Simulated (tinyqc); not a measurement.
The size of the error: propagation of a band-gap error through k.p and effective-mass formulas.

Chain, for a gap E (the reference Eg or another value), with Ep and Dso kept: 1/me = 1 + Ep (E + 2 Dso/3)/(E (E + Dso)); g* = 2 - 2 Ep Dso/(3 E (E + Dso)); g1(E) = g1 + (Ep/3)(1/E - 1/Eg), g2(E) = g2 + (Ep/6)(1/E - 1/Eg), light hole 1/(g1 + 2 g2), heavy hole 1/(g1 - 2 g2) along [100]; optical constant ei(E) = 1 + (ei - 1)(EP/(EP + E - Eg))^2, static e0(E) = ei(E) + e0 - ei.

Donor: R = Ry me/e0^2, a_B = a0 e0/me, Mott density (0.26/a_B)^3. Nc, Nv = 2 (m kT/(4 pi c))^(3/2), c = hbar^2/2m0, ni = sqrt(Nc Nv) exp(-E/2kT). Exciton: Ry mu/e0^2 with 1/mu = 1/me + g1(E). 1 angstrom^-3 = 1e24 cm^-3.

Constants: Ry = 13.60569312 eV; a0 (Bohr radius) = 0.5291772105 angstrom; kB = 8.617333262e-05 eV/K; hbar^2/2m0 = 3.80998211 eV angstrom^2.

Parameters, chosen for this exercise (reference values near those of InSb, gap at low temperature; not measured data): Eg = 0.231 eV (gap at Gamma to the s-like level); Dso = 0.808 eV (spin-orbit splitting); Ep = 23.7 eV (Kane energy); g1 = 34.83 (Luttinger gamma1); g2 = 15.51 (gamma2); e0 = 17 (static dielectric constant); ei = 15.9 (optical dielectric constant); EP = 3.56 eV (mean (Penn) gap); mh = 0.45 m0 (density-of-states mass of the holes); T = 77 K (temperature).

E = f Eg; ratios against f = 1.

Results:

| f | E (eV) | me ratio | light-hole ratio | e0 ratio | donor ratio | Mott ratio | g* | log10 ni ratio |
|---|---|---|---|---|---|---|---|---|
| 0.25 | 0.058 | 0.271 | 0.243 | 1.092 | 0.228 | 0.0154 | -253.343 | 5.24 |
| 0.40 | 0.092 | 0.426 | 0.391 | 1.072 | 0.370 | 0.0627 | -151.448 | 4.26 |
| 0.60 | 0.139 | 0.624 | 0.591 | 1.047 | 0.569 | 0.212 | -95.306 | 2.87 |
| 0.80 | 0.185 | 0.815 | 0.794 | 1.023 | 0.779 | 0.506 | -67.583 | 1.45 |
| 1.00 | 0.231 | 1.000 | 1.000 | 1.000 | 1.000 | 1.00 | -51.191 | 0.00 |
| 1.50 | 0.346 | 1.441 | 1.530 | 0.946 | 1.611 | 3.54 | -29.913 | -3.66 |
| 2.00 | 0.462 | 1.859 | 2.081 | 0.896 | 2.313 | 8.92 | -19.758 | -7.36 |

Give the missing row, f = 1.20.

Computed row:
```
f     E (eV)  me ratio  light-hole ratio  e0 ratio  donor ratio  Mott ratio       g*  log10 ni ratio
1.20   0.277     1.180             1.209     0.978        1.234        1.76  -40.439           -1.46
```

Between f = 0.8 and 1.2 the mean powers d ln(ratio)/d ln f are 0.91 for me, 1.04 for the light hole, -0.11 for e0, 1.14 for the donor energy and 3.07 for the Mott density; ni moves by -3.14 decades per 0.1 eV, against -0.1 eV/(2 kT ln 10) = -3.27 from the exponential alone, the rest coming from Nc through me^(3/4). g* keeps its sign, from -253.34 to -19.76.

Computed by tinyqc, a small Python program: `OMP_NUM_THREADS=1 python tinyqc.py 1880466 1880467 out.jsonl` (the numbers bound the seed that draws the inputs); one thread of a shared host (Intel(R) Xeon(R) Processor @ 2.30GHz), about 0.01 s for the whole set of steps.
